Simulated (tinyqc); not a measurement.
# Threshold-voltage variability of a planar MOSFET, analytic estimates, step by step

Program tinyqc, `OMP_NUM_THREADS=1 python tinyqc.py 2090049 2090050 out.jsonl`; Intel Xeon 2.30GHz, shared host, one thread, about 0.01 s. Printed values are rounded.

Three independent sources add in quadrature: random dopants in the depleted layer, metal-gate grains of two orientations, and roughness of the two gate edges acting through the roll-off VT = VT(long) - Vr exp(-L/l). These are first-order estimates: no three-dimensional electrostatics, no percolation.

Values chosen for this exercise; material values close to those of silicon: temperature T = 300 K; band gap Eg = 1.14 eV; relative permittivity of the semiconductor eps_r = 11.8; conduction-band density of states at T Nc = 2.76e19 cm^-3; valence-band density of states at T Nv = 2.62e19 cm^-3; channel doping Na = 3.6e18 cm^-3; oxide-equivalent thickness in inversion ti = 2.1 nm; gate length L = 65 nm; gate width W = 220 nm; metal grain size G = 5 nm; work-function difference of the two grain orientations dW = 0.3 eV; share of the orientation of higher work function p = 0.5; rms roughness of one gate edge De = 1.4 nm; correlation length of the roughness La = 15 nm; decay length of the threshold roll-off l = 14 nm; prefactor of the roll-off Vr = 2 V; subthreshold factor n = 1.22; gm/I of a matched pair gI = 8 1/V; spread of the gain factor of one device sb = 1.9 %; number of cells Nb = 268435456; wanted yield Y = 0.958.

Constants: q = 1.602176634e-19 C, kB = 1.380649e-23 J/K, Vt = kB T/q, eps0 = 8.8541878128e-14 F/cm where lengths are in cm. Results are converted to the units shown.

## Random dopants

ni = sqrt(Nc Nv) exp(-Eg/(2 Vt)), Eg in volts; Cox = 3.9 eps0/ti; Wd = sqrt(4 eps0 eps_r Vt ln(Na/ni)/(q Na)); dopants: s1 = (q/Cox) sqrt(Na Wd/(3 L W)). The slope A1 = s1 sqrt(L W); mean number of dopants Na L W Wd.

Cox = 1.64435 uF/cm^2
Wd = 19.3736 nm
mean number of dopants = 997.353
A1 = 1.48563 mV um
s1 = 12.4235 mV

Counting alone, 1/sqrt(N) of the depletion voltage q Na Wd/Cox = 680 mV, would give sqrt(3) times more: dopants deep in the layer act less on the surface.

## Metal grains and edge roughness

Grains: Ng = L W/G^2 (at least 1), s2 = dW sqrt(p (1 - p)/Ng). Edges, with exponential correlation and u = W/La: the mean gate length has sL^2 = 2 De^2 (2/u)[1 - (1 - exp(-u))/u]; s3 = sL (Vr/l) exp(-L/l).

Ng = 572
s2 = 6.27182 mV
sL = 0.705761 nm
dVT/dL = 1.37573 mV/nm
s3 = 0.970941 mV

## Total spread, mismatch and leakage

s = sqrt(s1^2 + s2^2 + s3^2). For a pair: s(dVT) = sqrt(2) s; current mismatch sqrt(2) sqrt((gI s)^2 + sb^2); input offset = current mismatch/gI. For a Gaussian VT the off current is log-normal with mean/median = exp(s^2/(2 (n Vt)^2)).

s = 13.9507 mV
s(dVT) = 19.7293 mV
current mismatch = 16.0105 %
input offset = 20.0131 mV
mean/median of Ioff = 1.10277

The dopants give 79.3 % of the variance; without them s would be 6.35 mV.

## Iteration 1: margin in standard deviations for the wanted yield

k at the start = 4

Cells fail independently with probability Q(k) = erfc(k/sqrt(2))/2 when the margin is k standard deviations, and Y = exp(-Nb Q(k)). phi = exp(-k^2/2)/sqrt(2 pi). Newton steps on ln Q(k) = ln(-ln(Y)/Nb): k(new) = k + [ln Q - ln(-ln(Y)/Nb)] Q/phi.

Q(k) = 3.16712e-5
phi = 1.33830e-4
k after iteration 1 = 6.88638

## Iteration 2: margin in standard deviations for the wanted yield

As before.

Q(k) = 2.86140e-12
phi = 2.01043e-11
k after iteration 2 = 6.31382

## Course of the iteration: margin in standard deviations for the wanted yield

Stop when k changes by less than 1e-9, or after 30 iterations.

Course of the iteration:

| iteration | k | \|change\| |
|---|---|---|
| 1 | 6.88638 | 2.89 |
| 2 | 6.31382 | 0.573 |
| 3 | 6.28897 | 0.0249 |
| 4 | 6.28892 | 4.69e-5 |
| 5 | 6.28892 | 1.67e-10 |

Converged in 5 iterations. At the end the number of correct digits about doubles with each step. With s(dVT) = 19.7 mV, 6.29 standard deviations are 124 mV.
